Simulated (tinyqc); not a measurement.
Inside a calculation: donor level screened by free carriers (Yukawa potential). Values are carried at full precision from step to step, so a last printed digit may differ when a step is redone from the rounded ones.

Screening wave number: Debye ks^2 = 4 pi q n/(eps kB T); Thomas-Fermi ks^2 = 6 pi q n/(eps EF) with EF = c (3 pi^2 n/gv)^(2/3)/m, c = hbar^2/2m0; the two are joined by 1/ks^2 = sqrt(1/ks_D^4 + 1/ks_TF^4). 1e18/cm^3 = 1e-6/angstrom^3, q = e^2/(4 pi eps0).

Constants: e^2/(4 pi eps0) = 14.39964547 eV angstrom; kB = 8.617333262e-05 eV/K; hbar^2/2m0 = 3.80998211 eV angstrom^2; Ry = 13.60569312 eV; a0 (Bohr radius) = 0.5291772105 angstrom.

Parameters, chosen for this exercise (near those of a donor in Ge, with one mean mass; shifted at random, so the results belong to these values and not to a real crystal): m = 0.164 m0 (mass); eps = 15.7 (dielectric constant); gv = 4 (valleys); T = 300 K (temperature); n = 0.48 x 1e18/cm^3 (free-carrier density).

## Units and screening length

Give Ry* = Ry m/eps^2, a* = a0 eps/m, EF, the three values of ks, and x = ks a*.

Ry* = 9.052 meV
a* = 50.66 angstrom
EF = 5.41 meV

ks: Debye, Thomas-Fermi, joined (1/angstrom): 0.01463  0.03917  0.01456

x = 0.7375

EF/kB T = 0.21, so the Debye value, the smaller one, controls the screening.

## One-parameter trial function

Potential -(q/(eps r)) exp(-ks r), q = e^2/(4 pi eps0). In units Ry* = Ry m/eps^2 and a* = a0 eps/m the problem is [-Laplacian - 2 exp(-x r)/r] psi = E psi with x = ks a*.

For exp(-z r): E(z) = z^2 - 8 z^3/(2z + x)^2 in Ry*. Scan z = 0.5, 0.6, ..., 1.1, then minimise; first order gives -1 + 2x.

Scan (Ry*):

| z | kinetic | potential | E |
|---|---|---|---|
| 0.5 | 0.2500 | -0.3312 | -0.0812 |
| 0.6 | 0.3600 | -0.4603 | -0.1003 |
| 0.7 | 0.4900 | -0.6006 | -0.1106 |
| 0.8 | 0.6400 | -0.7496 | -0.1096 |
| 0.9 | 0.8100 | -0.9057 | -0.0957 |
| 1.0 | 1.0000 | -1.0675 | -0.0675 |
| 1.1 | 1.2100 | -1.2340 | -0.0240 |

best z = 0.743
E = -0.1117 Ry*
binding = 1.01 meV

First order in x would give 0.475 Ry*, a rigid shift by q ks/eps; it overstates the loss of binding by 0.587 Ry*.

## Converged levels

Converged values use 18 functions exp(-z r), z = 1.55^i, i = -11 to 6: S = 2/A^3, H = z_i z_j S - 2/(A + x)^2, A = z_i + z_j.

The 1s and 2s levels and the mean radius.

1s = -0.1217 Ry*
binding = 1.10 meV
<r> = 117.1 angstrom
second root = 0.0000 Ry*

The trial function misses by 0.0100 Ry*. Screening leaves 12 % of the bare binding, 0.04 kB T. 2s is no longer bound (it unbinds at x = 0.310). At this density n^(1/3) a* is past the Mott value 0.26, so real donors overlap and form no separate level.

## Checks

- 1s at x = 0.5 against the known -0.29623 Ry*: both -0.29623.
- 1s at x = 0 against -1: both -1.00000.

tinyqc: `OMP_NUM_THREADS=1 python tinyqc.py 1251268 1251269 out.jsonl`; about 0.01 s, one thread, shared Intel(R) Xeon(R) Processor @ 2.30GHz.
